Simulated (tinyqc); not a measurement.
Global model of a low-pressure process discharge: electron temperature, density, ion flux and ion energy. Changing the pressure p. Computed by tinyqc, a small Python program. Command: `OMP_NUM_THREADS=1 python tinyqc.py 3114008 3114009 out.jsonl plasma sweep`. One thread of a shared host (Intel(R) Xeon(R) Processor @ 2.30GHz), about 0.01 s of CPU time with the checks.

Maxwellian electrons with temperature T_e in eV, one positive ion, no negative ions, uniform bulk density n; rate constants have the Arrhenius form.

Inputs (values chosen for the exercise, of the order of those of an inductive discharge in a simple atomic gas):

| quantity | value | unit |
|---|---|---|
| ion mass M | 35.5 | u |
| ionisation prefactor K0 | 6.2e-14 | m^3/s |
| ionisation energy E_iz | 16.4 | eV |
| excitation prefactor X0 | 5.8e-15 | m^3/s |
| excitation energy E_ex | 8.45 | eV |
| elastic rate constant K_el | 1.7e-13 | m^3/s |
| ion-neutral cross section | 6.5e-19 | m^2 |
| gas temperature T_g | 600 | K |
| radius R | 14 | cm |
| height L | 4.4 | cm |
| absorbed power P | 760 | W |
| bias power P_b | 110 | W |
| radius of the biased electrode | 7.5 | cm |
| bias frequency | 0.4 | MHz |

Constants: k_B = 1.380649e-23 J/K; e = 1.602176634e-19 C; u = 1.6605390666e-27 kg; m_0 = 9.1093837015e-31 kg; eps_0 = 8.8541878128e-12 F/m.

Method:
- n_g = p/(k_B T_g); lambda_i = 1/(n_g sigma); h_L = 0.86/sqrt(3 + L/(2 lambda_i)), h_R = 0.8/sqrt(4 + R/lambda_i); A_eff = 2 pi R^2 h_L + 2 pi R L h_R; d_eff = pi R^2 L/A_eff.
- Particle balance: K0 exp(-E_iz/T_e) n_g d_eff = u_B, u_B = sqrt(e T_e/M).
- Root found by bracketing.
- E_c = E_iz + (X0 exp(-E_ex/T_e) E_ex + K_el (3 m_0/M) T_e)/K_iz; wall potential V_s = (T_e/2) ln(M/(2 pi m_0)); E_T = E_c + 2 T_e + T_e/2 + V_s; n = P/(e u_B A_eff E_T); ion current density J = e h_L n u_B; ionised share n/n_g.
- All bias power goes to ions: V_b = P_b/(J pi r^2). Debye length at the sheath edge lambda_D = sqrt(eps_0 T_e/(e h_L n)); Child-law sheath s = (sqrt2/3) lambda_D (2 V/T_e)^(3/4), V = V_b + V_s; ion transit time tau_i = 3 s sqrt(M/(2 e V)); collisions in the sheath s/lambda_i.

One run for each value:

| pressure p (Pa) | T_e (eV) | plasma density n (1/cm^3) | ion current density J (mA/cm^2) | s/lambda_i |
|---|---|---|---|---|
| 0.10 | 9.7397 | 1.4393e+11 | 5.729 | 0.00433 |
| 0.19 | 6.3727 | 2.5014e+11 | 7.863 | 0.00542 |
| 0.38 | 4.7100 | 3.6919e+11 | 9.519 | 0.00835 |
| 0.73 | 3.7793 | 4.9311e+11 | 10.550 | 0.01381 |
| 1.40 | 3.1419 | 6.3351e+11 | 10.960 | 0.02466 |
| 2.70 | 2.6690 | 7.9043e+11 | 10.598 | 0.04825 |
| 5.30 | 2.2991 | 9.4974e+11 | 9.385 | 0.10683 |
| 10.00 | 2.0266 | 1.0677e+12 | 7.670 | 0.25183 |
| 20.00 | 1.7907 | 1.1298e+12 | 5.607 | 0.72467 |

Over the rows, T_e (eV) falls from 9.74 to 1.79 (exponent d ln y / d ln x -0.66 between the first rows and -0.18 between the last); plasma density n (1/cm^3) rises from 1.44e11 to 1.13e12 (exponent d ln y / d ln x 0.86 between the first rows and 0.082 between the last); ion current density J (mA/cm^2) goes from 5.73 through a maximum among these rows, 11.0 at 1.40, to 5.61.

Caution (rows 20.0): at so short an ion path the formulas for h_L and h_R give way to the ambipolar-diffusion limit.

Extremes, crossings and ranges named in words are read from the listed rows.
